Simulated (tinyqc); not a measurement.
Yield against design margin.

Cells fail independently with probability Q(k) = erfc(k/sqrt(2))/2 when the margin is k standard deviations, and Y = exp(-Nb Q(k)). phi = exp(-k^2/2)/sqrt(2 pi).  k = margin/s(dVT). With one spare that repairs any one cell, Y1 = exp(-x)(1 + x), x = Nb Q(k).

Values chosen for this exercise: number of cells Nb = 33554432.

s(dVT) = 45 mV

Result of one run:
```
k,Q(k),expected failures x,Y,Y1
7.2000,3.0106e-13,1.0102e-5,0.99999,1.0000
```

Which margin M gave this result: 216, 270, 286 or 324 mV?

M = 324 mV.

The whole series:
```
M (mV),k,Q(k),expected failures x,Y,Y1
216,4.8000,7.9333e-7,26.620,2.7493e-12,7.5935e-11
232,5.1556,1.2644e-7,4.2426,0.014370,0.075336
243,5.4000,3.3320e-8,1.1180,0.32692,0.69243
254,5.6444,8.2858e-9,0.27802,0.75728,0.96782
270,6.0000,9.8659e-10,0.033104,0.96744,0.99946
286,6.3556,1.0384e-10,0.0034842,0.99652,0.99999
302,6.7111,9.6574e-12,3.2405e-4,0.99968,1.0000
324,7.2000,3.0106e-13,1.0102e-5,0.99999,1.0000
```

Over a change of the margin from 216 to 324 mV, k goes from 4.80 to 7.20, the expected failures fall by 6.4 decades and the yield goes from 2.75e-12 to 1.000. The spare helps most at M = 243 mV among the rows, where it lifts the yield from 0.327 to 0.692.

Numbers from tinyqc (`OMP_NUM_THREADS=1 python tinyqc.py 2090098 2090099 out.jsonl`; about 0.01 s on one thread of a shared Intel Xeon 2.30GHz).
